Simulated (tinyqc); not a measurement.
Raising U: Hubbard ring of 6 sites, mean field against exact. Computed by the program tinyqc. 

one-body matrix (hopping and site energies) (eV):
```
         1        2        3        4        5        6
1   0.0000  -0.7400   0.0000   0.0000   0.0000  -0.7400
2  -0.7400   0.0000  -0.7400   0.0000   0.0000   0.0000
3   0.0000  -0.7400   0.0000  -0.7400   0.0000   0.0000
4   0.0000   0.0000  -0.7400   0.0000  -0.7400   0.0000
5   0.0000   0.0000   0.0000  -0.7400   0.0000  -0.7400
6  -0.7400   0.0000   0.0000   0.0000  -0.7400   0.0000
```

electrons, up and down: 3  2

Collinear unrestricted mean field (the lowest of 40 random starts) against exact diagonalisation.

Exact and mean-field results (eV):
```
U            U/t    E exact  E mean field  mean |n_up - n_down|  double occupancy, exact  first gap in the sector
0.3700    0.5000  -4.827315     -4.811734                0.1805                   0.1511                   0.0000
0.7400    1.0000  -4.508911     -4.447201                0.1984                   0.1358                   0.0000
1.4800    2.0000  -3.970184     -3.733941                0.2544                   0.1074                   0.0000
2.2200    3.0000  -3.548523     -3.065981                0.3682                   0.0833                   0.0000
2.9600    4.0000  -3.222663     -2.563217                0.6070                   0.0643                   0.0000
4.4400    6.0000  -2.774134     -2.059045                0.7411                   0.0392                   0.0000
5.9200    8.0000  -2.493110     -1.804827                0.7833                   0.0254                   0.0000
8.8800   12.0000  -2.173302     -1.551187                0.8118                   0.0127                   0.0000
14.8000  20.0000  -1.893332     -1.348965                0.8257                   0.0049                   0.0000
```

In absolute terms mean field is worst at U/t = 6.0, 0.715 eV too high: at small U it is nearly exact, and at large U it still misses the motion of the hole through a fluctuating spin background. Relative to the exact energy its error is 0.3 % at the smallest U, 29 % at most and 29 % at the largest. The double occupancy falls from 0.151 to 0.005.
